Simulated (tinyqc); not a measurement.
## Double-gate transistor, scale length and short-channel effects: effect of the channel length

A body of thickness ts between two insulators of thickness ti and two tied gates. Below threshold the potential that source and drain add obeys Laplace's equation and vanishes on the gate. Its lowest mode decays along the channel as exp(-k y); k is the smallest positive root of the matching condition at the interface, and the scale length is Lambda = pi/k.

k is the smallest positive root of f(k) = ei cos(k ti) cos(k ts/2) - eps_r sin(k ti) sin(k ts/2). Along the channel psi(y) = s + a exp(y/l) + b exp(-y/l) with psi(0) = Vbi, psi(L) = Vbi + Vds and l = 1/k = Lambda/pi; with A = Vbi - s, B = A + Vds, x = exp(-L/l): a = (B - A x) x/(1 - x^2), b = (A - B x)/(1 - x^2). The minimum is s + 2 sqrt(a b), at y = (l/2) ln(b/a). The long-channel potential follows the gate as s = sT + (Vg - VTL)/m, and the threshold VT is the gate voltage at which the minimum equals sT. Swing = m Vt ln 10/g at threshold, g = d(minimum)/ds = 1 - (b x + a)/((1 + x) sqrt(a b)). DIBL = [VT(0.05 V) - VT(Vds)]/(Vds - 0.05 V). sT and Vbi are held fixed; m = 1.

Inputs (values chosen for the exercise); permittivities: semiconductor close to that of silicon, insulator close to that of aluminium oxide: temperature T = 300 K; relative permittivity of the semiconductor eps_r = 11.5; relative permittivity of the insulator ei = 8.82; insulator thickness ti = 2.5 nm; body thickness ts = 9 nm; potential of the source Vbi = 0.86 V; potential of the barrier top at threshold sT = 0.35 V; drain voltage Vds = 0.5 V.

Constants: q = 1.602176634e-19 C, kB = 1.380649e-23 J/K, Vt = kB T/q. Results are converted to the units shown.

The same in every row: Lambda (nm) = 15.17.

Result of one run:
```
L (nm)  L/Lambda  VT - VTL at Vds = 0.05 V (mV)  VT - VTL at Vds (mV)  DIBL (mV/V)  swing (mV/decade)
20         1.318                         -176.4                -239.7        140.5              80.10
```

What becomes of these results when the channel length L is changed from 20 to 24 nm, all else the same?

Result of the changed run:
```
L (nm)  L/Lambda  VT - VTL at Vds = 0.05 V (mV)  VT - VTL at Vds (mV)  DIBL (mV/V)  swing (mV/decade)
24         1.582                         -106.0                -143.5        83.36              71.92
```

The whole series:
```
L (nm)  L/Lambda  VT - VTL at Vds = 0.05 V (mV)  VT - VTL at Vds (mV)  DIBL (mV/V)  swing (mV/decade)
17         1.121                         -268.2                -365.3        216.0              90.71
20         1.318                         -176.4                -239.7        140.5              80.10
24         1.582                         -106.0                -143.5        83.36              71.92
28         1.846                         -65.90                -89.01        51.35              67.26
34         2.241                         -33.57                -45.23        25.91              63.47
40         2.637                         -17.54                -23.59        13.46              61.59
48         3.164                         -7.521                -10.11        5.750              60.41
57         3.758                         -2.936                -3.945        2.241              59.87
68         4.483                        -0.9365                -1.258       0.7140              59.64
```

From L = 17 to 68 nm, DIBL falls from 216 to 0.714 mV/V and the swing falls from 90.7 to 59.6 mV a decade (long-channel value 59.5). Between the last two rows the threshold shift at Vds decays with a length of 9.62 nm, against 2 Lambda/pi = 9.66 nm for a shift that goes as exp(-pi L/(2 Lambda)). DIBL first drops below 100 mV/V at L = 24 nm among the rows, L/Lambda = 1.6. For L = 17 to 20 nm L is under 1.5 Lambda, where higher modes, left out of the one-mode potential, count.

Numbers from tinyqc (`OMP_NUM_THREADS=1 python tinyqc.py 2420149 2420150 out.jsonl`; about 0.01 s on one thread of a shared Intel Xeon 2.30GHz).
